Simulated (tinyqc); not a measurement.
The solidus: solid solubility of a dopant against its melt (retrograde solidus), clustering and the electrically active fraction. Computed by tinyqc, a small Python program. Command: `OMP_NUM_THREADS=1 python tinyqc.py 3015052 3015053 out.jsonl retro walk`. One thread of a shared host (Intel(R) Xeon(R) Processor @ 2.30GHz), about 0.01 s of CPU time with the checks.

Inputs (values chosen for the exercise, of the order of those of gold in silicon for the solubility):
```
quantity                                   value    unit
melting point of the host T_m               1687       K
heat of melting of the host H_f             50.2  kJ/mol
interaction L of the melt                    -19  kJ/mol
enthalpy of transfer from melt to solid H   1.72      eV
entropy of transfer S                       2.65     k_B
site density N0                            5e+22  1/cm^3
```

Constants: R = 8.314462618 J/(mol K); k_B = 8.617333262e-05 eV/K; e = 1.602176634e-19 C; N_A = 6.02214076e+23 1/mol.

Method. x_l and x_s are atom fractions of the dopant in melt and solid; the solid is dilute. Liquidus of the host: R T ln(1 - x_l) + L x_l^2 = -H_f (1 - T/T_m). Distribution: k = x_s/x_l = exp[L (1 - x_l)^2/(R T)] exp(S/k_B - H/(k_B T)), the first factor being the activity coefficient in the melt. Solubility = x_s N0; at T_m x_l = 0. The largest x_s N0 between 900 K and T_m. For an ideal melt with constant heats the maximum has x_l = H_f/(H + H_f), H in the same units.

largest solubility = 1.60254e+17 1/cm^3

temperature of the maximum = 1550.70 K

Against temperature:
```
T (K)      x_l           k  solubility (1/cm^3)  over the maximum
1000   0.72016  2.5395e-08           9.1443e+14           0.00571
1100   0.64681  1.4386e-07           4.6526e+15           0.02903
1200   0.56772  5.9245e-07           1.6817e+16           0.10494
1300   0.48180  1.8961e-06           4.5677e+16           0.28503
1400   0.38694  4.9286e-06           9.5354e+16           0.59502
1500   0.27921  1.0671e-05           1.4897e+17           0.92959
1580   0.17831  1.7396e-05           1.5509e+17           0.96777
1640   0.08775  2.2996e-05           1.0089e+17           0.62958
1675   0.02451  2.5817e-05           3.1644e+16           0.19746
```

What does the comparison show, and why?

Between the first rows the Arrhenius energy of the solubility is 1.54 eV, against H = 1.72 eV; it shrinks to zero at 1551 K and turns negative beyond. A crystal saturated at the maximum precipitates dopant-rich liquid on cooling and on heating alike. Below a eutectic or compound temperature another phase would set the limit.

Extremes, crossings and ranges named in words are read from the listed rows.
